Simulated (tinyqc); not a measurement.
Extended Hueckel theory, for H6+, step by step. The parameters take no account of the charge, which enters only through the electron count. One step of it, computed by the program tinyqc.

Question. Wolfsberg-Helmholz matrix. H_ij = K' S_ij (H_ii + H_jj)/2 for i != j (the diagonal keeps H_ii), with K' = 1.75.

overlap S, lower triangle:
```
          1H 1s     2H 1s     3H 1s     4H 1s     5H 1s     6H 1s
1H 1s  1.000000
2H 1s  0.601226  1.000000
3H 1s  0.123305  0.412000  1.000000
4H 1s  0.030305  0.123305  0.601226  1.000000
5H 1s  0.003487  0.016988  0.123305  0.412000  1.000000
6H 1s  0.000617  0.003487  0.030305  0.123305  0.601226  1.000000
```

diagonal H_ii (eV): 1H 1s -13.600000, 2H 1s -13.600000, 3H 1s -13.600000, 4H 1s -13.600000, 5H 1s -13.600000, 6H 1s -13.600000

K = 1.750000

Give: H.

Answer.

H (eV), lower triangle:
```
          1H 1s     2H 1s     3H 1s     4H 1s     5H 1s     6H 1s
1H 1s  -13.6000
2H 1s  -14.3092  -13.6000
3H 1s   -2.9346   -9.8056  -13.6000
4H 1s   -0.7213   -2.9346  -14.3092  -13.6000
5H 1s   -0.0830   -0.4043   -2.9346   -9.8056  -13.6000
6H 1s   -0.0147   -0.0830   -0.7213   -2.9346  -14.3092  -13.6000
```
